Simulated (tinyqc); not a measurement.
Resistance of a tapered via with liner, size effect and interface: two steps of the calculation.

A round via whose diameter grows from db at the bottom as D(z) = db + 2 z/tan(ang). The fill, of diameter D - 2 tl, starts above the bottom liner (thickness fb tl) and has rho = rho0 (1 + ks lam/(D - 2 tl)); the sidewall liner conducts in parallel with it. The bottom liner and the interface are crossed over the full area pi db^2/4. Spreading in the lines above and below is left out.

Parameters, values chosen for the exercise; fill metal close to ruthenium: diameter at the bottom db = 21 nm; height hv = 27 nm; sidewall angle ang = 87 degrees; bulk resistivity of the fill rho0 = 7.95 uohm cm; mean free path of the fill lam = 6.44 nm; size-effect factor ks = 1.1; liner on the sidewall tl = 0.3 nm; liner at the bottom over that on the sidewall fb = 1; resistivity of the liner rl = 310 uohm cm; interface resistivity at the bottom ri = 2.5e-12 ohm cm^2; ballistic conductance per area, about 3/(4 rho0 lam) Sb = 1.5e15 S/m^2.

Question 1. Slices of the via. Slices between z0 = fb tl and hv, evaluated at their midpoints: conductance per length pi/4 [(D - 2 tl)^2/rho + (D^2 - (D - 2 tl)^2)/rl], slice resistance = slice height over that. 6 slices.

Find: z; D; rho; slice resistance.

Answer 1.

| slice | z (nm) | D (nm) | rho (uohm cm) | slice resistance (ohm) |
|---|---|---|---|---|
| 0 | 2.525 | 21.26 | 10.68 | 1.414 |
| 1 | 6.975 | 21.73 | 10.62 | 1.344 |
| 2 | 11.43 | 22.20 | 10.56 | 1.280 |
| 3 | 15.88 | 22.66 | 10.50 | 1.220 |
| 4 | 20.32 | 23.13 | 10.45 | 1.164 |
| 5 | 24.77 | 23.60 | 10.40 | 1.112 |

Question 2. Total resistance. R_fill = sum of the slices; R_bottom = rl fb tl/(pi db^2/4); R_interface = ri/(pi db^2/4); ballistic (Sharvin) limit 1/(Sb pi (db - 2 tl)^2/4); ideal cylinder rho0 hv/(pi db^2/4).

| slice | slice resistance (ohm) |
|---|---|
| 0 | 1.4135603 |
| 1 | 1.3443037 |
| 2 | 1.2799572 |
| 3 | 1.2200714 |
| 4 | 1.1642470 |
| 5 | 1.1121279 |

Wanted: parts; R; shares; ballistic limit; ideal cylinder.

Answer 2.

parts (ohm): fill 7.5343, bottom liner 2.6851, interface 0.72179
R = 10.941 ohm
shares (%): fill 68.862, bottom liner 24.541, interface 6.597
ballistic limit = 2.0397 ohm
ideal cylinder = 6.1973 ohm

The fill is the largest part, and R is 1.77 times the ideal cylinder. With 2000 slices R = 10.942 ohm.

Computed by the program tinyqc: `OMP_NUM_THREADS=1 python tinyqc.py 2750198 2750199 out.jsonl`, one thread of a shared Intel Xeon 2.30GHz, about 0.01 s for the whole run.
